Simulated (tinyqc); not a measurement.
Inside a calculation. Model: tunnelling through a gate dielectric, WKB transmission and Tsu-Esaki current.

Computed by the program tinyqc: `OMP_NUM_THREADS=1 python tinyqc.py 2540145 2540146 out.jsonl`, one thread of a shared Intel Xeon 2.30GHz, about 0.04 s for the whole run. Printed values are rounded.

Electrons leave the emitter at x = 0. Energies E (motion across the layers) are in eV from the emitter Fermi level; the collector Fermi level lies at -V and offers states at every E. No charge in the dielectric and no image force: F1 = V/t1, U = phi1 - F1 x. With C = hbar^2/(2 m0), kappa = sqrt(m (U - E)/C) where U > E and 0 elsewhere; T(E) = exp(-S), S = 2 times the integral of kappa over x.

Parameters, values chosen for the exercise; dielectric values close to those of silicon dioxide:
- T = 300 K (temperature)
- Ef = 2.6 eV (Fermi energy of the emitter above its band bottom)
- me = 1 m0 (emitter mass in the supply function)
- phi1 = 3.05 eV (barrier of layer 1 above the emitter Fermi level at zero bias)
- m1 = 0.48 m0 (tunnelling mass of layer 1)
- t1 = 4.7 nm (thickness of layer 1)
- V = 5.9 V (voltage across the dielectric)
- E = 0.17 eV (energy of the electron followed)
- nc = 5 (cells in each layer)
- Ea = -0.71 eV (lower end of the energy grid)
- Eb = 0.31 eV (upper end of the energy grid)
- nE = 9 (points of the energy grid)

Constants: q = 1.602176634e-19 C, kB = 1.380649e-23 J/K, hbar = 1.054571817e-34 J s, m0 = 9.1093837015e-31 kg, Vt = kB T/q, hbar^2/(2 m0) = 0.0380998212 eV nm^2. Results are converted to the units shown.

Range of the model: The field of 12.6 MV/cm is more than most gate dielectrics sustain; the model ignores breakdown.

## Fields and band edges

F1 = V/t1, U = phi1 - F1 x.

F1 = 12.5532 MV/cm
U at x = t1 = -2.85 eV

## WKB exponent by the midpoint rule

Cut each layer into nc equal cells, take U and kappa at the cell centres, and sum S = 2 sum kappa h.

```
cell   x (nm)    U (eV)  kappa (1/nm)
0     0.47000   2.46000       5.37127
1     1.41000   1.28000       3.73956
2     2.35000   0.10000       0.00000
3     3.29000  -1.08000       0.00000
4     4.23000  -2.26000       0.00000
```

S = 17.1284
T(E) = 3.64123e-8

## WKB exponent in closed form

Each layer adds (2/F) sqrt(m/C) [G(u at its left edge) - G(u at its right edge)] to S, with u = U - E (0 where negative) and G(u) = (2/3) u^1.5. The slope follows from 1/d = -dS/dE.

S = 18.4261
T(E) = 9.94636e-9
energy d over which T(E) grows by a factor e = 0.10420 eV

The midpoint rule gives S = 17.128, so its T(E) is 3.66 times this value. The band edge of layer 1 drops below E inside the layer: the barrier there is triangular (the Fowler-Nordheim case).

## Current density on a coarse energy grid

J = J0 times the integral of T(E) N(E) dE, N = ln[(1 + exp(-E/Vt))/(1 + exp((-E - V)/Vt))], J0 = q^2 me m0 kB T/(2 pi^2 hbar^3) (times 1e-4 for A/cm^2 per eV), by Simpson's rule on nE equally spaced points from Ea to Eb.

```
point     E (eV)         T(E)           N       T(E) N
0      -0.710000  1.15504e-12     27.4640  3.17221e-11
1      -0.582500  4.61966e-12     22.5321  1.04091e-10
2      -0.455000  1.80363e-11     17.6002  3.17442e-10
3      -0.327500  6.87100e-11     12.6683  8.70436e-10
4      -0.200000  2.55288e-10     7.73678   1.97511e-9
5      -0.072500  9.24626e-10     2.86320   2.64739e-9
6       0.055000   3.26290e-9    0.112556  3.67261e-10
7       0.182500   1.12126e-8  8.58911e-4  9.63063e-12
8       0.310000   3.74989e-8  6.19766e-6  2.32405e-13
```

J0 = 4.18366e8 A/(cm^2 eV)
J = 0.353438 A/cm^2

The integrand peaks at E = -0.0725 eV among these points. A converged quadrature from -Ef to above the barrier gives 0.3375 A/cm^2; this grid is 4.7 % above that.
